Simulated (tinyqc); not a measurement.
# A barrier in a uniform field, exact transmission by Airy functions: staircase approximation against the exact result

The left lead has its band edge at 0, the barrier edge falls as U(x) = U0 - F x with F = V/d for 0 < x < d, and the right lead has its edge at -V. No transverse momentum; C = hbar^2/(2 m0); psi and psi'/m are continuous. M carries (psi, psi'/m) across the barrier.

For the pair (psi, psi'/m) a flat layer has M = [[cos kd, (m/k) sin kd], [-(k/m) sin kd, cos kd]] with k = sqrt(m (E - U)/C) above its edge U, and M = [[cosh Kd, (m/K) sinh Kd], [(K/m) sinh Kd, cosh Kd]] with K = sqrt(m (U - E)/C) below it. The sloping barrier is cut into n slices of width d/n, each flat at U(x) of its centre, later slices to the left in the product. With M acting on (psi, psi'/m) and v = k/m in each lead, T(E) = 4 vL vR/[(vL vR M12 - M21)^2 + (vR M11 + vL M22)^2]. The error is against the Airy result: Energy scale e = (C F^2/m1)^(1/3), z(x) = (U(x) - E)/e, s = (dz/dx)/m1 = -F/(e m1); v = k/m in a lead. With a = Ai, a' = Ai', b = Bi, b' = Bi' at z1 (left edge) and z2 (right edge): M11 = pi (a2 b1' - b2 a1'), M12 = (pi/s)(b2 a1 - a2 b1), M21 = pi s (a2' b1' - b2' a1'), M22 = pi (b2' a1 - a2' b1).

Inputs (values chosen for the exercise); masses and offsets close to those of GaAs wells and AlGaAs barriers; the mass of the right lead is set freely:
```
symbol  value  unit                     meaning
mL      0.068    m0       mass in the left lead
U0       0.25    eV       barrier edge at x = 0
m1      0.091    m0         mass in the barrier
E       0.034    eV             electron energy
d         7.2    nm               barrier width
V        0.08     V  voltage across the barrier
mR      0.059    m0      mass in the right lead
```

Constants: q = 1.602176634e-19 C, hbar = 1.054571817e-34 J s, m0 = 9.1093837015e-31 kg, hbar^2/(2 m0) = 0.0380998212 eV nm^2. Results are converted to the units shown.

Staircase approximation against the exact result:
```
n	T(E)	error (%)
1	2.849e-4	3.86
2	2.787e-4	1.61
4	2.757e-4	0.510
8	2.747e-4	0.138
16	2.744e-4	0.0352
32	2.743e-4	8.85e-3
64	2.743e-4	2.22e-3
128	2.743e-4	5.54e-4
```

The exact value is 2.7430e-4. One slice is off by 3.9 % and 128 slices by 5.5e-4 %; the last doubling cuts the error by a factor of 4.0, as expected of a second-order rule. The error stays below 1 % from n = 4 on.

Numbers from tinyqc (`OMP_NUM_THREADS=1 python tinyqc.py 2580039 2580040 out.jsonl`; about 0.01 s on one thread of a shared Intel Xeon 2.30GHz).
